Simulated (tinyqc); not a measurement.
Resistance of a tapered via with liner, size effect and interface: one step of the calculation.

A round via whose diameter grows from db at the bottom as D(z) = db + 2 z/tan(ang). The fill, of diameter D - 2 tl, starts above the bottom liner (thickness fb tl) and has rho = rho0 (1 + ks lam/(D - 2 tl)); the sidewall liner conducts in parallel with it. The bottom liner and the interface are crossed over the full area pi db^2/4. Spreading in the lines above and below is left out.

Problem. Slices of the via. Slices between z0 = fb tl and hv, evaluated at their midpoints: conductance per length pi/4 [(D - 2 tl)^2/rho + (D^2 - (D - 2 tl)^2)/rl], slice resistance = slice height over that. 6 slices.

Values chosen for this exercise; fill metal close to copper: diameter at the bottom db = 35 nm; height hv = 58 nm; sidewall angle ang = 87 degrees; bulk resistivity of the fill rho0 = 1.66 uohm cm; mean free path of the fill lam = 40.2 nm; size-effect factor ks = 0.7; liner on the sidewall tl = 2.8 nm; liner at the bottom over that on the sidewall fb = 0.7; resistivity of the liner rl = 220 uohm cm.

Find: z; D; rho; slice resistance.

Solution.

```
slice,z (nm),D (nm),rho (uohm cm),slice resistance (ohm)
0,6.6300,35.695,3.2122,0.41927
1,15.970,36.674,3.1633,0.38740
2,25.310,37.653,3.1174,0.35890
3,34.650,38.632,3.0742,0.33334
4,43.990,39.611,3.0335,0.31034
5,53.330,40.590,2.9950,0.28956
```

Range of the model: The ballistic limit exceeds half of R_fill, so a diffusive resistivity alone understates the resistance.

Computed by the program tinyqc: `OMP_NUM_THREADS=1 python tinyqc.py 2750047 2750048 out.jsonl`, one thread of a shared Intel Xeon 2.30GHz, about 0.01 s for the whole run.
